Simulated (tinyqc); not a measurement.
MOS capacitor on a p-type substrate, surface potential from the exact charge relation: two steps of the calculation.

Uniform p-type substrate, Boltzmann statistics, full ionisation, classical densities. psi is the surface potential against the body (positive when the bands bend down) and u = psi/Vt. Traps are spread evenly over the gap and neutral at flat band, so their charge is -q Dit psi; the minority quasi-Fermi level is shifted by Vb.

Inputs (values chosen for the exercise); band and dielectric values close to those of 4H silicon carbide:
- T = 250 K (temperature)
- Eg = 3.3 eV (band gap)
- eps_r = 9.56 (relative permittivity)
- Nc = 1.29e19 cm^-3 (conduction-band density of states at T)
- Nv = 1.89e19 cm^-3 (valence-band density of states at T)
- N = 3.2e18 cm^-3 (acceptor density of the substrate)
- eox = 8.75 (relative permittivity of the gate insulator (close to aluminium oxide))
- tox = 5.2 nm (insulator thickness)
- Nf = 0 cm^-2 (fixed charge at the interface, in units of q)
- Dit = 0 cm^-2 eV^-1 (density of interface traps)
- Vb = 1.5 V (reverse bias of the inversion layer against the body)
- Vg = 3.32 V (gate voltage against the body)

Constants: q = 1.602176634e-19 C, kB = 1.380649e-23 J/K, Vt = kB T/q, eps0 = 8.8541878128e-14 F/cm where lengths are in cm. Results are converted to the units shown.

Question 1. Newton step for the surface potential. u = psi/Vt; F^2 = exp(-u) + u - 1 + r (exp(u) - u - 1); Qs = -sign(u) Q0 F; Cs = -dQs/dpsi = (Q0/Vt) |1 - exp(-u) + r (exp(u) - 1)|/(2 F). f = Vfb + psi + (q Dit psi - Qs)/Cox - Vg, f' = 1 + (Cs + q Dit)/Cox, psi(new) = psi - f/f'.

psi after iteration 1 = 4.8099505 V
Cox = 1.4898874 uF/cm^2
Vfb = -2.9617388 V
Q0 = 136.74295 nC/cm^2
r = 4.1021393e-96

Wanted: u; F; Qs; Cs; f; f'; psi after iteration 2.

Answer 1.

u = 223
F = 16.1
Qs = -2.21e3 nC/cm^2
Cs = 7.63 uF/cm^2
f = 0.00829 V
f' = 6.12
psi after iteration 2 = 4.81 V

Question 2. Charges, field and capacitances at the solution. ni = sqrt(Nc Nv) exp(-Eg/(2 Vt)), Eg in volts; phiF = Vt ln(N/ni); Cox = eps0 eox/tox; Vfb = phiM - chi - (Eg - Vt ln(Nv/N)) - q Nf/Cox; Q0 = sqrt(2 eps0 eps_r q N Vt); r = (ni/N)^2 exp(-Vb/Vt); VT = Vfb + [(2 phiF + Vb)(1 + q Dit/Cox) + sqrt(2 eps0 eps_r q N (2 phiF + Vb))/Cox].

Low frequency: 1/C_LF = 1/Cox + 1/(Cs + q Dit). High frequency, in the simple estimate in which traps and minority carriers do not follow: 1/C_HF = 1/Cox + 1/Cd, Cd being Cs with r = 0 at the same psi. Minority sheet density N_inv = (Q0/(2 q)) int_0^u r (exp(t) - 1)/F(t) dt for u > 0. Oxide field |Qs - q Dit psi + q Nf|/(eps0 eox).

converged psi = 4.8085636 V

Wanted: Qs; N_inv; oxide field; Cs; C_LF/Cox; C_HF/Cox.

Answer 2.

Qs = -2195 nC/cm^2
N_inv = 9.790e11 cm^-2
oxide field = 2.833 MV/cm
Cs = 7.203 uF/cm^2
C_LF/Cox = 0.8286
C_HF/Cox = 0.1250

The surface is in strong inversion (borders at |psi| = 0, phiF + Vb and 2 phiF + Vb = 4.73 V). Minority carriers make up 7.15 % of Qs.

Numbers from tinyqc (`OMP_NUM_THREADS=1 python tinyqc.py 2060173 2060174 out.jsonl`; about 0.01 s on one thread of a shared Intel Xeon 2.30GHz).
